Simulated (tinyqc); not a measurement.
When the interface binds a state: heterojunction of two tight-binding chains.

Left chain: hopping -t1, sites at 2 t1 (band bottom 0). Right chain: hopping -t2, sites at dE + 2 t2 (bottom dE). t = c/(m a^2), c = hbar^2/2m0. The bond across the interface is -tc with tc = f sqrt(t1 t2), and the last left site has the extra energy U. In a chain E = bottom + 2t (1 - cos(ka)); the surface Green function of a half chain is g = -exp(ika)/t, with Im k > 0 where cos(ka) > 1.

Constants: hbar^2/2m0 = 3.80998211 eV angstrom^2.

Parameters, chosen for this exercise (masses and offset of the size met at GaAs / AlGaAs; not measured data): a = 4 angstrom (site spacing); m1 = 0.068 m0 (mass on the left); m2 = 0.091 m0 (mass on the right); dE = 0.3 eV (band offset); f = 0.73 (factor on the interface hopping).

A state below both bands solves E - 2 t1 - U - S1(E) - S2(E) = 0 for E < 0, with S1 = -t1 z1, S2 = -(tc^2/t2) z2 and |z| < 1 the decaying root of z + 1/z = 2 - (E - bottom)/t. Decay lengths -a/ln|z|. The threshold is the U that solves the equation at E = 0. A dash: no bound state.

Interface state:
```
U (eV),E (eV),decay left (angstrom),decay right (angstrom)
-0.65,-,-,-
-1.30,-,-,-
-1.95,-,-,-
-2.39,-0.0121,68.2,11.6
-2.82,-0.0857,25.6,10.5
-3.47,-0.2795,14.2,8.6
-4.34,-0.6502,9.4,6.7
-6.51,-1.9535,5.5,4.5
```

threshold U = -2.1696 eV

The step and the weakened interface bond push the state out, so an attraction must exceed 2.1696 eV to bind; 5 of the 8 rows are bound. At U = -6.51 eV the state decays over 5.5 angstrom to the left and 4.5 to the right, where the band lies higher.

Program tinyqc; command `OMP_NUM_THREADS=1 python tinyqc.py 1480952 1480953 out.jsonl`; about 0.01 s on one thread of a shared Intel(R) Xeon(R) Processor @ 2.30GHz.
